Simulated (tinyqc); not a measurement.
What moves the results: six-band Luttinger-Kohn model with strain. A value that a table varies takes the place of the one given here.

Six-band Luttinger-Kohn model in the basis |3/2,3/2>, |3/2,1/2>, |3/2,-1/2>, |3/2,-3/2>, |1/2,1/2>, |1/2,-1/2>, electron energies, zero at the top of the unstrained valence band. H = -[rows: (P+Q, -S, R, 0, -S/r2, r2 R); (-S*, P-Q, 0, R, -r2 Q, r32 S); (R*, 0, P-Q, S, r32 S*, r2 Q); (0, R*, S*, P+Q, -r2 R*, -S*/r2); (-S*/r2, -r2 Q, r32 S, -r2 R, P+Dso, 0); (r2 R*, r32 S*, r2 Q, -S/r2, 0, P+Dso)], r2 = sqrt(2), r32 = sqrt(3/2). Levels are twofold.

P = c g1 k^2 - av tr(e); Q = c g2 (kx^2 + ky^2 - 2 kz^2) - (b/2)(exx + eyy - 2 ezz); R = c sqrt3 [-g2 (kx^2 - ky^2) + 2i g3 kx ky] + (sqrt3/2) b (exx - eyy) - i d exy; S = 2 c sqrt3 g3 (kx - i ky) kz - d (exz - i eyz); c = hbar^2/2m0, e the strain tensor (not engineering shear).

s11 = (C11 + C12)/((C11 - C12)(C11 + 2 C12)), s12 = -C12/((C11 - C12)(C11 + 2 C12)), s44 = 1/C44; exx = s11 sxx + s12 (syy + szz) and cyclic, exy = s44 sxy/2; tension is positive. A uniaxial stress X along the unit vector n is s_ij = X n_i n_j.

Constants: hbar^2/2m0 = 3.80998211 eV angstrom^2.

Inputs chosen for the exercise (near those of InSb; shifted at random, so the results belong to these values and not to a real crystal): Dso = 0.769 eV (spin-orbit splitting); g1 = 34.55 (Luttinger gamma1); g2 = 15.31 (gamma2); g3 = 16.66 (gamma3); av = 0.37 eV (valence hydrostatic potential); b = -1.9 eV (tetragonal shear potential); d = -4.82 eV (trigonal shear potential); C11 = 65.3 GPa; C12 = 36.5 GPa; C44 = 30.7 GPa; load = uniaxial [001] (kind of stress); X1 = 1.3 GPa (size of the stress); E_h = 15 meV (hole energy below the top); X = 0.98 GPa (stress).

## Sweep of a uniaxial [001] stress

Edges at k = 0 and curvature masses of the top pair along [100] and [001] (step 0.0002 1/angstrom); at zero stress the top is fourfold and has no single curvature.

Edges and masses:
```
X (GPa)  top (eV)  second (eV)  third (eV)  splitting (meV)  m [100]  m [001]
-1.50      0.1170      -0.1030     -0.7950            219.9    0.077    0.013
-1.00      0.0736      -0.0686     -0.7820            142.2    0.068    0.013
-0.50      0.0344      -0.0343     -0.7730             68.7    0.060    0.014
0.00       0.0000       0.0000     -0.7690              0.0        -        -
0.50       0.0343      -0.0287     -0.7706             63.0    0.020    0.254
1.00       0.0686      -0.0511     -0.7785            119.8    0.020    0.254
1.50       0.1030      -0.0669     -0.7930            169.9    0.020    0.254
```

What can be read from the table?

The splitting reaches 219.9 meV under compression and 169.9 meV under the same tension; linear shear terms alone would make the two equal, and the difference comes from the coupling to the split-off band. At the ends of the sweep the top pair has a mass along [100] of 0.077 under compression and 0.020 under tension, so tension gives the lighter holes along [100]; along [001] it has 0.013 and 0.254. The top edge itself moves by +117 and +103 meV. The ends of the sweep mean strains up to 3.8 %, beyond the range of linear deformation potentials.

## Which stress helps holes along [110]

Each load has size X1 (biaxial: sxx = syy); masses are curvatures of the top pair at k = 0.

Results:
```
load                         splitting (meV)  top edge (meV)  m [110]  m [001]
uniaxial [110], compression            142.4            73.0    0.013    0.084
uniaxial [110], tension                122.6            70.9    0.364    0.017
uniaxial [100], compression            188.4            99.2    0.022    0.073
uniaxial [100], tension                150.6            89.2    0.037    0.020
uniaxial [111], compression            126.1            63.7    0.018    0.029
uniaxial [111], tension                108.2            62.4    0.056    0.029
biaxial (001), compression             150.6            78.8    0.020    0.254
biaxial (001), tension                 188.4           109.6    0.073    0.013
```

How do the results move?

The lightest mass along [110] (0.013) comes with uniaxial [110], compression. The largest splitting (188.4 meV) comes with uniaxial [100], compression; biaxial (001), tension. The heaviest mass along [001] (0.254), which lowers the confinement energy in a (001) channel, comes with biaxial (001), compression. The splitting per GPa follows b (s11 - s12) for loads along cube axes and d s44 for [111]: here 2 |b| (s11 - s12) = 131.9 and |d| s44/sqrt3 = 90.6 meV per GPa in the limit of large Dso; where the splitting nears Dso, mixing with the split-off band makes it depend on the sign of the load.

## Warping of the constant-energy contours (six-band Luttinger-Kohn model)

No strain (e = 0). In the plane kz = 0, |k| where the top and second pairs lie E_h below the top, against the angle from [100]; m = c k^2/E_h.

Contours:
```
angle (degrees)  k top (1/angstrom)  k second (1/angstrom)  m top (m0)  m second (m0)
0                            0.0317                 0.0078       0.254          0.015
9                            0.0325                 0.0078       0.268          0.015
18                           0.0351                 0.0078       0.312          0.015
27                           0.0393                 0.0077       0.391          0.015
36                           0.0441                 0.0077       0.494          0.015
45                           0.0465                 0.0077       0.550          0.015
```

What does this show?

The heavy contour reaches 1.470 times as far along [110] as along [100], the light one 0.985 times. The warping follows g3 - g2 = 1.35 and would vanish for g2 = g3. Along [100] the heavy mass is 1/(g1 - 2 g2) = 0.254 at any energy, while the light one is 0.0155, against 1/(g1 + 2 g2) = 0.0153 at the edge, for E_h/Dso = 0.02.

## What each parameter does

Edges at k = 0 under a uniaxial [001] stress X and the curvature mass of the top pair along [100] (step 0.0002 1/angstrom). Each row changes one parameter from the base and keeps the others.

Results:
```
case             top (eV)  second (eV)  third (eV)  mass (m0)
base               0.0673      -0.0504     -0.7781      0.020
C11 = 52.24 GPa    0.1212      -0.0749     -0.8066      0.020
C12 = 29.2 GPa     0.0545      -0.0413     -0.7734      0.020
g2 = 18.372        0.0673      -0.0504     -0.7781      0.019
Dso = 0.923 eV     0.0673      -0.0524     -0.9300      0.020
C44 = 24.56 GPa    0.0673      -0.0504     -0.7781      0.020
X = 1.176 GPa      0.0807      -0.0574     -0.7828      0.020
g1 = 41.46         0.0673      -0.0504     -0.7781      0.018
```

What does this show?

The largest shifts from the base row, up to three for each result and ties (the steps differ in size, so this ranks the rows, not the parameters). top (eV): C11 +0.0539, X +0.0135, C12 -0.0128; unchanged at the printed digits by g2, Dso, C44 and g1. second (eV): C11 -0.0246, C12 +0.0090, X -0.0071; unchanged at the printed digits by g2, C44 and g1. third (eV): Dso -0.1520, C11 -0.0285, X -0.0048; unchanged at the printed digits by g2, C44 and g1. mass (m0): g1 -0.002, g2 -0.001; unchanged at the printed digits by C11, C12, Dso, C44 and X. The Luttinger parameters multiply k^2 and cannot move the edges; av shifts all edges alike and leaves the mass.

Program tinyqc; command `OMP_NUM_THREADS=1 python tinyqc.py 1050352 1050353 out.jsonl`; about 0.03 s on one thread of a shared Intel(R) Xeon(R) Processor @ 2.30GHz.
